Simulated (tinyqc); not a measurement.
What each parameter does: hydrogenic donor in a hard-walled well (variational).

Trial function cos(pi z/L) exp(-r/lam), r measured from the donor at zi, walls at +/- L/2, one eps everywhere. Counted from the lowest subband, E(lam) = c/(m lam^2) - (q/eps) I0/I1, with I0 the integral of cos^2(pi z/L) exp(-2|z - zi|/lam) over the well and I1 the same with the factor (|z - zi| + lam/2); c = hbar^2/2m0, q = e^2/(4 pi eps0). The binding energy is -E at the minimum.

Constants: hbar^2/2m0 = 3.80998211 eV angstrom^2; e^2/(4 pi eps0) = 14.39964547 eV angstrom; Ry = 13.60569312 eV.

Values chosen for the exercise (near those of Si, with one mean mass; not measured data): m = 0.311 m0 (mass); eps = 11.8 (dielectric constant); L = 59 angstrom (well width); zi = 0 angstrom (position of the donor from the centre).

The minimum over lam; Ry* = Ry m/eps^2.

One parameter was then changed.

Results before and after:
```
case     binding (meV)  lam (angstrom)  binding/Ry*
base             46.65            20.3        1.535
changed          52.43            17.3        1.438
```

Which of these changes was made? (a) L = 77 angstrom; (b) m = 0.373 m0; (c) eps = 10.6; (d) zi = 12 angstrom.
Answer: (b) m = 0.373 m0. Of the candidates, run in turn, only this one gives the changed row.

All candidates:
```
case              binding (meV)  lam (angstrom)  binding/Ry*
base                      46.65            20.3        1.535
m = 0.373 m0              52.43            17.3        1.438
eps = 10.6                55.62            18.5        1.477
L = 77 angstrom           42.45            21.0        1.397
zi = 12 angstrom          39.90            21.4        1.313
```

Computed by tinyqc, a small Python program: `OMP_NUM_THREADS=1 python tinyqc.py 1251370 1251371 out.jsonl` (the numbers bound the seed that draws the inputs); one thread of a shared host (Intel(R) Xeon(R) Processor @ 2.30GHz), about 0.02 s for the whole set of steps.
